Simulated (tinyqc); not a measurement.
Circuit elements from the admittance matrix.

Question. Y belongs to a common-source circuit with y11 = i w (Cgs + Cgd), y12 = -i w Cgd, y21 = gm - i w Cgd, y22 = gds + i w (Cgd + Cd) and a resistance Rg in series with the gate; w = 2 pi f. Find Rg, Cgs + Cgd, Cgd, gm, gds and Cd.

Parameters, values chosen for the exercise: signal frequency f = 0.8 GHz.

Y with Rg (mS):

|  | 1 | 2 |
|---|---|---|
| 1 | 0.0000625263+0.0454592609i | -0.0000276547-0.0201061549i |
| 2 | 0.2304780957-0.0204232010i | 0.0126902645+0.0639773720i |

Solution. 1/Y11 = Rg + 1/(i w (Cgs + Cgd)) gives Rg; removing it from Z11 returns the inner y, whose parts are read off.

Rg = 30.3 ohm
Cgs + Cgd = 9.04 fF
Cgd = 4.00 fF
gm = 0.231 mS
gds = 0.0127 mS
Cd = 8.70 fF

Numbers from tinyqc (`OMP_NUM_THREADS=1 python tinyqc.py 2150062 2150063 out.jsonl`; about 0.01 s on one thread of a shared Intel Xeon 2.30GHz).
